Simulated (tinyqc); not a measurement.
Landau-Devonshire theory of a uniaxial ferroelectric: one step, computed by the program tinyqc.

G(P) = (alpha/2) P^2 + (beta*/4) P^4 + (gamma/6) P^6 - E P per volume, SI units, one domain, P along the polar axis, which is normal to the film.

Problem. A capacitor with imperfect screening. Between shorted electrodes with screening length lambda each, the depolarising field is -k P, k = 2 lambda/(eps_0 (d + 2 lambda eps_b)), so alpha turns into alpha + k. Ps^2 = [-beta* + sqrt(beta*^2 - 4 alpha gamma)]/(2 gamma). The polar state is the lowest uniform state while alpha + k < 0 (beta* > 0) or < 3 beta*^2/(16 gamma) (beta* < 0); setting the equality gives the critical thickness d_c.

Inputs (values chosen for the exercise, modelled on lead titanate):
```
quantity,value,unit
Curie-Weiss temperature T0,752,K
gamma,1.58e+09,J m^9/C^6
temperature T,698,K
film thickness d,8.7,nm
screening length lambda,0.0052,nm
background permittivity eps_b,7,-
```

Sample: epitaxial film.

alpha = -1.897189e+08 J m/C^2

beta* = 2.036364e+08 J m^5/C^4

Constants: eps_0 = 8.8541878128e-12 F/m.

Give: depolarising coefficient k; polarisation of the film; size of the depolarising field; critical thickness d_c.

Solution.

depolarising coefficient k = 1.339e+08 J m/C^2

polarisation of the film = 36.64 microcoulomb/cm^2

size of the depolarising field = 49.06 MV/m

critical thickness d_c = 6.118 nm
